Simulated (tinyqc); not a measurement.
Mirror strength against the number of periods: longitudinal sound in a periodic multilayer: transfer matrices, stop bands and folded phonons. Computed by tinyqc, a small Python program. Command: `OMP_NUM_THREADS=1 python tinyqc.py 3016478 3016479 out.jsonl multilayer walk`. One thread of a shared host (Intel(R) Xeon(R) Processor @ 2.30GHz), about 0.01 s of CPU time with the checks.

Layers 1 and 2 repeat with period d = d_1 + d_2; waves travel normal to the layers, without loss. State vector (u, s): displacement u and stress divided by omega. Impedances Z = rho v are in 1e6 kg/(m^2 s).

Inputs (values chosen for the exercise, modelled on silica (layer 1), tungsten (layer 2) and silicon (substrate)):
```
quantity            value    unit
density rho_1        2.22  g/cm^3
velocity v_1         5920     m/s
thickness d_1        2.18      nm
density rho_2        19.2  g/cm^3
velocity v_2         5320     m/s
thickness d_2        1.91      nm
substrate density    2.33  g/cm^3
substrate velocity   8420     m/s
frequency f           449     GHz
```

Method:
- Z = rho v; interface reflection r = (Z_2 - Z_1)/(Z_2 + Z_1) (stress amplitude, from 1 into 2); Bragg frequency f_B = 1/[2 (d_1/v_1 + d_2/v_2)]; long-wave velocity v_eff = d/sqrt[(d_1/v_1)^2 + (d_2/v_2)^2 + (Z_1/Z_2 + Z_2/Z_1)(d_1/v_1)(d_2/v_2)].
- A layer maps (u, s) by [[cos p, sin p/Z], [-Z sin p, cos p]], p = 2 pi f d_i/v_i; one period is M = M_2 M_1, and cos(q d) = trace(M)/2.
- For N periods A = M^N. A wave comes from a thick layer of material 1 and leaves into the substrate (Z_s): transmitted power T = 4 Z_1 Z_s/|Z_1 A_22 + Z_s A_11 - i (Z_1 Z_s A_12 - A_21)|^2, reflected power R = 1 - T.

Bragg frequency f_B = 687.507 GHz

Z_2 = 102.144

Z_1 = 13.1424

Z of the substrate = 19.6186

trace(M)/2 = -2.61972

Transmitted power:
```
N     T at f_B  T at f_B (dB)      T at f
1     0.094173        -10.261     0.12600
2    0.0016367        -27.860   0.0050924
3   2.7134e-05        -45.665  2.0058e-04
4   4.4948e-07        -63.473  7.8934e-06
6   1.2333e-10        -99.089  1.2223e-08
8   3.3843e-14        -134.71  1.8927e-11
12  2.5481e-21        -205.94  4.5383e-17
16  1.9186e-28        -277.17  1.0882e-22
24  1.0877e-42        -419.64  6.2565e-34
```

At f_B each further period removes 17.81 dB at large N, which is 20 log10 of the impedance ratio, 17.81 dB, as for a quarter-wave stack; 99 % reflection needs N = 2 among these rows. At f, in a stop band, T decays as well. Values below about 1e-6 belong to the ideal stack: roughness and scattering into other modes, left out here, set a floor in a real one. Caution: at these frequencies damping, strong in glasses, and rough interfaces, both left out here, can weaken the stop bands; layers only a few atoms thick are also beyond continuum acoustics.
